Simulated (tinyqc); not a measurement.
MOS capacitor on a p-type substrate, surface potential from the exact charge relation: one step of the calculation.

Uniform p-type substrate, Boltzmann statistics, full ionisation, classical densities. psi is the surface potential against the body (positive when the bands bend down) and u = psi/Vt. Traps are spread evenly over the gap and neutral at flat band, so their charge is -q Dit psi; the minority quasi-Fermi level is shifted by Vb.

Task. Charges, field and capacitances at the solution. ni = sqrt(Nc Nv) exp(-Eg/(2 Vt)), Eg in volts; phiF = Vt ln(N/ni); Cox = eps0 eox/tox; Vfb = phiM - chi - (Eg - Vt ln(Nv/N)) - q Nf/Cox; Q0 = sqrt(2 eps0 eps_r q N Vt); r = (ni/N)^2 exp(-Vb/Vt); VT = Vfb + [(2 phiF + Vb)(1 + q Dit/Cox) + sqrt(2 eps0 eps_r q N (2 phiF + Vb))/Cox].

u = psi/Vt; F^2 = exp(-u) + u - 1 + r (exp(u) - u - 1); Qs = -sign(u) Q0 F; Cs = -dQs/dpsi = (Q0/Vt) |1 - exp(-u) + r (exp(u) - 1)|/(2 F). Low frequency: 1/C_LF = 1/Cox + 1/(Cs + q Dit). High frequency, in the simple estimate in which traps and minority carriers do not follow: 1/C_HF = 1/Cox + 1/Cd, Cd being Cs with r = 0 at the same psi. Minority sheet density N_inv = (Q0/(2 q)) int_0^u r (exp(t) - 1)/F(t) dt for u > 0. Oxide field |Qs - q Dit psi + q Nf|/(eps0 eox).

Values chosen for this exercise; band and dielectric values close to those of silicon: temperature T = 300 K; band gap Eg = 1.1 eV; relative permittivity eps_r = 11.9; conduction-band density of states at T Nc = 2.75e19 cm^-3; valence-band density of states at T Nv = 2.68e19 cm^-3; acceptor density of the substrate N = 2.6e17 cm^-3; relative permittivity of the gate insulator (close to aluminium oxide) eox = 9.24; insulator thickness tox = 10 nm; fixed charge at the interface, in units of q Nf = 2.3e11 cm^-2; density of interface traps Dit = 0 cm^-2 eV^-1; reverse bias of the inversion layer against the body Vb = 0.6 V.

Constants: q = 1.602176634e-19 C, kB = 1.380649e-23 J/K, Vt = kB T/q, eps0 = 8.8541878128e-14 F/cm where lengths are in cm. Results are converted to the units shown.

converged psi = 0.93071636 V

Wanted: Qs; N_inv; oxide field; Cs; C_LF/Cox; C_HF/Cox.

Result.

Qs = -281.8 nC/cm^2
N_inv = 33.17 cm^-2
oxide field = 0.2994 MV/cm
Cs = 0.1557 uF/cm^2
C_LF/Cox = 0.1599
C_HF/Cox = 0.1599

The surface is in depletion (borders at |psi| = 0, phiF + Vb and 2 phiF + Vb = 1.46 V).

tinyqc, about 0.01 s, one thread, Intel Xeon 2.30GHz (shared host): `OMP_NUM_THREADS=1 python tinyqc.py 2060025 2060026 out.jsonl`
